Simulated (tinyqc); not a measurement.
Time-domain thermoreflectance: layered heat flow under a modulated pulse train, and what the signal ratio measures. Changing the modulation frequency f. Computed by tinyqc, a small Python program. Command: `OMP_NUM_THREADS=1 python tinyqc.py 3110557 3110558 out.jsonl tdtr sweep`. One thread of a shared host (Intel(R) Xeon(R) Processor @ 2.30GHz), about 0.2 s of CPU time with the checks.

Pulses repeat at 80 MHz; heat is laid down at the surface, all layers are isotropic.

Inputs (values chosen for the exercise, modelled on aluminium on 4H-SiC):
```
quantity,value,unit
metal thickness d,85,nm
metal conductivity,200,W/(m K)
metal heat capacity,2.42,MJ/(m^3 K)
boundary conductance G under the metal,240,MW/(m^2 K)
substrate conductivity kappa,321,W/(m K)
substrate heat capacity C,2.19,MJ/(m^3 K)
"spot radius w (1/e^2, pump and probe)",18,micrometre
delay t,590,ps
```

Stack: metal, substrate.

Method:
- Penetration depth sqrt(kappa/(pi f C)); effusivity sqrt(kappa C); cooling time of the metal d C_m/G; Kapitza length kappa/G.
- For radial wave number k and angular frequency W each layer has u = sqrt(4 pi^2 k^2 + i W C/kappa) and gamma = kappa u. Surface impedance from below: Z = 1/gamma for the substrate; a layer of thickness L maps Z to (Z + tanh(u L)/gamma)/(1 + gamma Z tanh(u L)); a boundary adds 1/G.
- Response per absorbed watt H(W) = 2 pi int_0^(2/w) Z(k, W) exp(-pi^2 k^2 w^2) k dk by 20 Gauss-Legendre points.
- Signal: X + iY = sum_(m = -M..M) H(2 pi (f + m f_r)) exp(i 2 pi m f_r t) exp(-pi (m/M)^2 x 4), f_r = 80 MHz, M = 4000, with H(-W) the complex conjugate of H(W); V_in = X, V_out = Y, ratio = -V_in/V_out.

One run for each value:
```
modulation frequency f (MHz),ratio -V_in/V_out,phase of H(2 pi f) (degrees),penetration depth (micrometre)
0.30,4.5658,-25.098,12.471
0.55,4.5047,-28.212,9.210
1.00,4.7885,-30.116,6.831
1.80,5.4035,-30.628,5.091
3.30,6.3388,-29.979,3.760
6.00,7.3873,-28.756,2.789
11.00,8.1686,-27.696,2.059
20.00,8.0880,-27.714,1.527
```

Over the rows, ratio -V_in/V_out lies between 4.50 and 8.17 without a single trend; phase of H(2 pi f) (degrees) lies between -30.6 and -25.1 without a single trend; penetration depth (micrometre) falls from 12.5 to 1.53 (exponent d ln y / d ln x about -0.50 throughout).

Extremes, crossings and ranges named in words are read from the listed rows.
